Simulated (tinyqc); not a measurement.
What moves the results: phonon-assisted absorption at an indirect gap. A value that a table varies takes the place of the one given here.

alpha(E) = sum_j A_j [N_j (E - Eg + w_j)^2 + (N_j + 1)(E - Eg - w_j)^2], each bracket counted only where its base is positive; N_j = 1/(exp(w_j/kB T) - 1). The first term absorbs a phonon and the second emits one; excitons and direct transitions are left out.

Photodiode (Gaertner form with a dead layer): QE = (1 - R) exp(-alpha xj) [1 - exp(-alpha W)/(1 + alpha L)], R = ((nr - 1)/(nr + 1))^2; responsivity = QE/E in A/W for E in eV.

Constants: kB = 8.617333262e-05 eV/K.

Values chosen for the exercise (loosely those of Si at room temperature; Eg is not tied to T; not measured data): Eg = 1.126 eV (indirect gap, held fixed unless listed); w = (57.9, 19) meV (two zone-edge phonons); A = (2400, 430) 1/(cm eV^2) (their strengths); T = 500 K; nr = 3.54 (refractive index); xj = 0.24 micrometre (dead layer at the surface); W = 3.2 micrometre (depleted width); L = 3.8 micrometre (minority diffusion length below it); E = 1.231 eV (photon energy).

## The square root of alpha at three temperatures

The gap is held fixed, so only the phonon occupations change.

sqrt(alpha) (1/cm^(1/2)):

| E - Eg (eV) | 77 K | 300 K | 600 K |
|---|---|---|---|
| -0.04 | 0.011 | 0.303 | 0.610 |
| -0.02 | 0.024 | 0.641 | 1.292 |
| 0.00 | 0.103 | 1.050 | 2.061 |
| 0.02 | 0.206 | 1.529 | 2.920 |
| 0.04 | 0.544 | 2.118 | 3.890 |
| 0.07 | 1.323 | 3.219 | 5.554 |
| 0.10 | 2.761 | 4.788 | 7.628 |
| 0.15 | 5.380 | 7.787 | 11.494 |
| 0.20 | 8.043 | 10.924 | 15.541 |
| 0.30 | 13.394 | 17.310 | 23.805 |
| 0.45 | 21.438 | 26.970 | 36.337 |
| 0.60 | 29.487 | 36.659 | 48.920 |

How do the results move?

Below the gap only phonon absorption acts: at E - Eg = -0.02 eV sqrt(alpha) is 0.024, 0.641 and 1.292 at 77, 300 and 600 K. A straight line through the last two rows meets the axis at E - Eg = +0.0505, +0.0325 and +0.0168 eV: the intercept is roughly a weighted mean of the thresholds, not the gap, and it moves from the emission side towards Eg as the occupations grow. At the last row alpha grows by a factor 2.75 from the lowest to the highest temperature at fixed gap.

## Spectral response

Response:

| E (eV) | wavelength (nm) | alpha (1/cm) | 1/alpha (micrometre) | dead layer | collected | QE | A/W |
|---|---|---|---|---|---|---|---|
| 1.15 | 1078 | 7.15 | 1.40e+03 | 1.000 | 0.005 | 0.003 | 0.003 |
| 1.19 | 1042 | 20.5 | 488 | 1.000 | 0.014 | 0.010 | 0.008 |
| 1.25 | 992 | 71.4 | 140 | 0.998 | 0.048 | 0.033 | 0.027 |
| 1.33 | 932 | 207 | 48.2 | 0.995 | 0.132 | 0.091 | 0.068 |
| 1.43 | 867 | 486 | 20.6 | 0.988 | 0.278 | 0.189 | 0.132 |
| 1.58 | 785 | 1.13e+03 | 8.82 | 0.973 | 0.514 | 0.343 | 0.217 |
| 1.78 | 697 | 2.42e+03 | 4.13 | 0.944 | 0.760 | 0.493 | 0.277 |
| 2.03 | 611 | 4.71e+03 | 2.12 | 0.893 | 0.921 | 0.565 | 0.278 |
| 2.33 | 532 | 8.47e+03 | 1.18 | 0.816 | 0.984 | 0.552 | 0.237 |
| 2.73 | 454 | 1.52e+04 | 0.659 | 0.695 | 0.999 | 0.477 | 0.175 |

What does this show?

QE is highest, 0.565, at 2.03 eV of those listed and the responsivity at 2.03 eV; reflection alone caps QE at 0.687. Near the gap weak absorption limits it (collected share 0.005); at the top the dead layer passes 0.695. Far above the gap the quadratic law and a constant index are only rough.

## What moves the response

At the energy E. Each row changes one parameter from the base and keeps the others.

Results:

| case | alpha (1/cm) | QE |
|---|---|---|
| base | 50.53 | 0.0237 |
| Eg = 1.106 eV | 72.59 | 0.0337 |
| T = 550 K | 57.20 | 0.0268 |
| W = 6.4 micrometre | 50.53 | 0.0343 |
| L = 1.9 micrometre | 50.53 | 0.0174 |
| xj = 0.48 micrometre | 50.53 | 0.0237 |
| nr = 3.72 | 50.53 | 0.0231 |

What does this show?

The largest shifts from the base row, up to three for each result and ties (the steps differ in size, so this ranks the rows, not the parameters). alpha (1/cm): Eg +22.1, T +6.68; unchanged at the printed digits by W, L, xj and nr. QE: W +0.0106, Eg +0.0100, L -0.0063; unchanged at the printed digits by xj.

Program tinyqc; command `OMP_NUM_THREADS=1 python tinyqc.py 1652718 1652719 out.jsonl`; about 0.01 s on one thread of a shared Intel(R) Xeon(R) Processor @ 2.30GHz.
